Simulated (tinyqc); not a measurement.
Space-charge-limited current with shallow traps: one step of the calculation.

One carrier type, drift only, an injecting contact at x = 0 (zero field) and thickness L. The share th = y/(1 + y), y = (Nc/Nt) exp(-Et/kB T), of the injected charge is free: J = q mu n F, eps0 eps_r dF/dx = q (n - n0)/th.

Problem. Limits and characteristic voltages. Ohmic J = q n0 mu V/L; Mott-Gurney J = (9/8) th eps0 eps_r mu V^2/L^3; they cross at Vx = 8 q n0 L^2/(9 th eps0 eps_r); traps fill at V_TFL = q Nt L^2/(2 eps0 eps_r).

Values chosen for this exercise:

| symbol | value | unit | meaning |
|---|---|---|---|
| T | 300 | K | temperature |
| eps_r | 24.5 |  | relative permittivity |
| mu | 12 | cm^2/(V s) | mobility |
| L | 1500 | nm | thickness |
| Nc | 2e20 | cm^-3 | band density of states |
| Nt | 1e17 | cm^-3 | trap density |
| Et | 0.53 | eV | trap depth |
| n0 | 1.6e9 | cm^-3 | free carrier density in equilibrium |
| V | 6.2 | V | voltage |

Constants: q = 1.602176634e-19 C, kB = 1.380649e-23 J/K, Vt = kB T/q, eps0 = 8.8541878128e-14 F/cm where lengths are in cm. Results are converted to the units shown.

Give: th; ohmic J; Mott-Gurney J; Vx; V_TFL.

Solution.

th = 2.497e-6
ohmic J = 1.271e-4 A/cm^2
Mott-Gurney J = 8.329e-4 A/cm^2
Vx = 0.9465 V
V_TFL = 83.09 V

Range of the model: Diffusion and a field-dependent mobility are left out. With injecting contacts the diffusion current, about 4 pi^2 Vt th eps0 eps_r mu V/L^3, equals the Mott-Gurney current at V = 35 kB T/q (0.9 V at 300 K), so the drift-only result needs V well above that.

Numbers from tinyqc (`OMP_NUM_THREADS=1 python tinyqc.py 2370072 2370073 out.jsonl`; about 0.01 s on one thread of a shared Intel Xeon 2.30GHz).
